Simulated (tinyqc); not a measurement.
Ideality, saturation current and resistance from three points.

Question. Well above the saturation current a diode obeys V = n Vt ln(I/I0) + I Rs. Find n, Rs and I0.

Values chosen for this exercise: temperature T = 400 K.

Constants: q = 1.602176634e-19 C, kB = 1.380649e-23 J/K, Vt = kB T/q. Results are converted to the units shown.

currents (A): 2e-6  0.0002  0.008
voltages (V): 0.62995464  0.92840820  1.1685482

Solution. V is linear in the three unknowns n Vt, Rs and -n Vt ln I0, so three points give a linear system.

n = 1.880
Rs = 0.1400 ohm
I0 = 1.200e-10 A

Numbers from tinyqc (`OMP_NUM_THREADS=1 python tinyqc.py 2260106 2260107 out.jsonl`; about 0.01 s on one thread of a shared Intel Xeon 2.30GHz).
